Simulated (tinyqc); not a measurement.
# Input admittance of a MOSFET at zero drain bias: distributed channel and distributed gate: what changes with what

Source and drain grounded, strong inversion, w = 2 pi f, Cox = eps0 eox/tox. The channel is an RC line of resistance 1/(mu Cox Vo) per square fed from both ends, so one finger has the intrinsic admittance y = i w Cox L tanh(g)/g per width, g = (1/2) sqrt(i w tau), tau = L^2/(mu Vo). The vertical resistance rv/L is in series with y, the overlaps 2 i w Cov in parallel: y_t = 1/(1/y + rv/L) + 2 i w Cov. The gate strip is a line of Rsh/L per length loaded by y_t, so a finger has Y = y_t Wf tanh(k)/k, k = (Wf/sd) sqrt(y_t Rsh/L); the device has Nf Y.

Values chosen for this exercise; values of the order met in silicon radio-frequency transistors: relative permittivity of the gate insulator (close to silicon dioxide) eox = 3.9; insulator thickness tox = 4 nm; channel length L = 0.25 um; finger width Wf = 5.4 um; number of fingers Nf = 64; channel mobility mu = 420 cm^2/(V s); gate overdrive Vo = 0.73 V; sheet resistance of the gate Rsh = 33 ohm/square; vertical resistivity of the gate stack rv = 0 ohm um^2; number of ends at which a finger is contacted sd = 1; overlap and fringe capacitance on each side Cov = 0.39 fF/um; frequency f = 34 GHz.

Constants: eps0 = 8.8541878128e-14 F/cm where lengths are in cm. Results are converted to the units shown.

Each table varies one quantity; the others keep the values above.

## Input impedance against frequency

Low-frequency limits, with c = Cox L and ct = c + 2 Cov: R_strip = Rsh Wf/(3 sd^2 L Nf), R_ch = (c/ct)^2 L/(12 mu Cox Vo Wf Nf), R_vert = (c/ct)^2 rv/(L Wf Nf), C = ct Wf Nf. Z = 1/(Nf Y) = R + 1/(i w C), Q = |Im Z|/R, far-point signal |1/cosh k|.

The same in every row: low-frequency R (ohm) = 3.835.

Input impedance against frequency:
```
f (GHz),w tau,|k|,R (ohm),C (fF),Q,signal at the far point
0.3,0.003842,0.1460,3.835,1015,136.2,1.000
0.8,0.01025,0.2384,3.835,1015,51.09,0.9997
2,0.02562,0.3770,3.835,1015,20.44,0.9982
4,0.05123,0.5331,3.833,1014,10.24,0.9929
10,0.1281,0.8429,3.822,1004,4.147,0.9579
20,0.2562,1.192,3.784,972.7,2.162,0.8569
60,0.7685,2.062,3.445,760.7,1.012,0.4727
100,1.281,2.657,3.018,591.3,0.8919,0.2898
300,3.842,4.486,1.941,341.5,0.8004,0.06041
```

What does the table show?

R falls from 3.84 to 1.94 ohm and C falls from 1020 to 341 fF. Q goes as f^(-1.00) between the first two rows and f^(-0.10) between the last two, where w tau = 3.84 and |k| = 4.49. The low-frequency limits hold both R and C within 5 % up to f = 20 GHz among the rows.

## Dividing a fixed width into fingers

Total width Wf Nf = 350 um; each finger also has a contact resistance Rc at each contacted end, which adds Rc/(sd Nf). The resistances are low-frequency limits, good while |k| is below about 1; the far-point signal is |1/cosh k| at f, without Rc.

The same in every row: R_ch + R_vert (ohm) = 0.1213.

Results:
```
Nf,Wf (um),R_strip (ohm),Rc/(sd Nf) for Rc = 30 ohm (ohm),sum (ohm),signal at the far point
1,350.0,1.540e4,30.00,1.543e4,9.253e-32
2,175.0,3850,15.00,3865,4.302e-16
8,43.75,240.6,3.750,244.5,2.422e-4
16,21.88,60.16,1.875,62.15,0.02201
32,10.94,15.04,0.9375,16.10,0.2105
64,5.469,3.760,0.4688,4.350,0.6873
128,2.734,0.9399,0.2344,1.296,0.9620
```

Estimate the missing row, Nf = 4.

Computed row:
```
Nf,Wf (um),R_strip (ohm),Rc/(sd Nf) for Rc = 30 ohm (ohm),sum (ohm),signal at the far point
4,87.50,962.5,7.500,970.1,2.933e-8
```

With this row back in the table: R_strip falls as 1/Nf^2, from 15400 to 0.940 ohm, the contact term as 1/Nf, and R_ch + R_vert stays at 0.121 ohm since the total width is fixed. The sum stays over 1.5 times that floor in every row. More fingers add wiring capacitance, which is left out.

tinyqc, about 0.01 s, one thread, Intel Xeon 2.30GHz (shared host): `OMP_NUM_THREADS=1 python tinyqc.py 2262152 2262153 out.jsonl`
